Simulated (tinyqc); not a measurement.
# Worked calculation: free and trapped electrons in a MOS channel with a dense trap tail

Numbers from tinyqc (`OMP_NUM_THREADS=1 python tinyqc.py 2222174 2222175 out.jsonl`; about 0.03 s on one thread of a shared Intel Xeon 2.30GHz). Printed values are rounded.

p-type body, charge-sheet picture, full ionisation (an idealisation for deep acceptors), Boltzmann statistics for free electrons. e = Ec - EF at the surface. Acceptor-like traps of density D(E) = D0 + De exp(-E/Ew) at depth E below Ec, from 0 to Eu, hold n_t = integral of D(E)/(1 + exp((e - E)/Vt)). psi = Eg - Vt ln(Nv/Na) - e; N_dep = sqrt(2 eps0 eps_r Na (psi - Vt)/q); n_f = sqrt(N_dep^2 + 2 eps0 eps_r Vt Nc exp(-e/Vt)/q) - N_dep; Vg = Vfb + psi + q (N_dep + n_t + n_f)/Cox, Cox = eps0 eox/tox.

Parameters, values chosen for the exercise; band and dielectric values close to those of 4H silicon carbide:
- T = 400 K (temperature)
- Eg = 3.26 eV (band gap)
- eps_r = 9.74 (relative permittivity)
- Nc = 2.57e19 cm^-3 (conduction-band density of states at T)
- Nv = 3.85e19 cm^-3 (valence-band density of states at T)
- eox = 3.9 (relative permittivity of the insulator)
- tox = 31 nm (insulator thickness)
- Na = 1.2e16 cm^-3 (acceptor density)
- Vfb = -2.64 V (flat-band voltage without trapped charge)
- D0 = 2.5e11 cm^-2 eV^-1 (constant background density of acceptor-like traps)
- De = 7.2e13 cm^-2 eV^-1 (density of the tail at the conduction edge)
- Ew = 0.09 eV (decay energy of the tail)
- Eu = 0.82 eV (depth below Ec down to which the traps reach)
- mf = 62 cm^2/(V s) (mobility of free electrons)
- e = 0.208 eV (Ec - EF at the surface)

Constants: q = 1.602176634e-19 C, kB = 1.380649e-23 J/K, Vt = kB T/q, eps0 = 8.8541878128e-14 F/cm where lengths are in cm. Results are converted to the units shown.

## Trapped charge

Trapezoid rule on 14 equal steps from 0 to Eu, f = 1/(1 + exp((e - E)/Vt)).

```
point	E (eV)	D(E) f (cm^-2 eV^-1)
0	0	1.72629e11
1	0.0585714	4.88887e11
2	0.117143	1.32667e12
3	0.175714	2.94794e12
4	0.234286	3.80559e12
5	0.292857	2.79254e12
6	0.351429	1.67439e12
7	0.41	1.00376e12
8	0.468571	6.44343e11
9	0.527143	4.55833e11
10	0.585714	3.57386e11
11	0.644286	3.06018e11
12	0.702857	2.79221e11
13	0.761429	2.65243e11
14	0.82	2.57951e11
```

n_t = 9.70125e11 cm^-2

With 1600 steps n_t = 9.710e11 cm^-2; the coarse value is 0.094 % below it.

## Charges and gate voltage

psi, N_dep, n_f and Vg as defined, with the n_t given; free share n_f/(n_f + n_t); apparent mobility mf n_f/(n_f + n_t); gate voltage spent on traps q n_t/Cox.

psi = 2.77371 V
N_dep = 5.94866e11 cm^-2
n_f = 1.88980e10 cm^-2
Vg = 2.41187 V
free share = 1.91077 %
apparent mobility = 1.18468 cm^2/(V s)
gate voltage spent on traps = 1.39536 V
